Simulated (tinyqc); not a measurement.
Inside a calculation. Model: bandgap voltage reference from two bipolar transistors.

tinyqc, about 0.02 s, one thread, Intel Xeon 2.30GHz (shared host): `OMP_NUM_THREADS=1 python tinyqc.py 2062166 2062167 out.jsonl` Printed values are rounded.

Two transistors of area 1 and N carry the same current I. Is(T) = Is (T/T0)^eta exp[(Vg0 q/kB)(1/T0 - 1/T)], VBE1 = Vt ln(I/Is(T)) + I rb, VBE2 = Vt ln(I/(N Is(T))) + I rb/N. The amplifier forces I R1(T) = VBE1 - VBE2 + Vos, with R(T) = R (1 + tc (T - T0)) for both resistors, and the output is Vref = VBE1 + I R2(T). Base currents and the Early effect are neglected.

Values chosen for this exercise; values of the order met in silicon bipolar transistors: reference temperature T0 = 298 K; band-gap voltage extrapolated to 0 K Vg0 = 1.171 V; temperature exponent of the saturation current eta = 4.2; saturation current of the unit transistor at T0 Is = 5.1e-18 A; area ratio of the second transistor N = 10; resistor across which the difference of VBE falls, at T0 R1 = 21 kohm; temperature coefficient of both resistors tc = 0 ppm/K; offset of the amplifier Vos = -1.6 mV; series resistance of the unit transistor rb = 18 ohm; output resistor at T0 R2 = 188.4 kohm; temperature T = 253 K.

Constants: q = 1.602176634e-19 C, kB = 1.380649e-23 J/K. Results are converted to the units shown.

## Operating point at the reference temperature

Vt = kB T/q; I = (Vt ln N + Vos)/(R1(T) - rb (1 - 1/N)). Evaluate at T = T0.

Vt = 0.02567965 V
I = 2.741619 uA
Is(T) = 5.1e-18 A
VBE1 = 0.6936652 V
I R2 = 0.5165210 V
Vref = 1.210186 V

## Operating point at another temperature

Vt = kB T/q; I = (Vt ln N + Vos)/(R1(T) - rb (1 - 1/N)).

Vt = 0.02180185 V
I = 2.316102 uA
Is(T) = 7.700598e-22 A
VBE1 = 0.7770586 V
I R2 = 0.4363536 V
Vref = 1.213412 V

From T0 to T, VBE1 changes by 83.4 mV and I R2 by -80.2 mV, which leaves 3.23 mV in Vref.

## Resistor for zero slope at T0, ideal case

With tc = 0, Vos = 0 and rb = 0 the current is proportional to T, dVBE/dT = (VBE - Vg0 - (eta - 1) Vt)/T, and Vref has zero slope at T0 when Vref = Vg0 + (eta - 1) Vt0. Find VBE1, its slope, that Vref, R2/R1 and the curvature d2Vref/dT2 = -(eta - 1) kB/(q T0).

VBE1 = 0.6943005 V
dVBE/dT = -1.875417 mV/K
Vref = 1.253175 V
R2/R1 = 9.451688
curvature = -0.9253512 uV/K^2
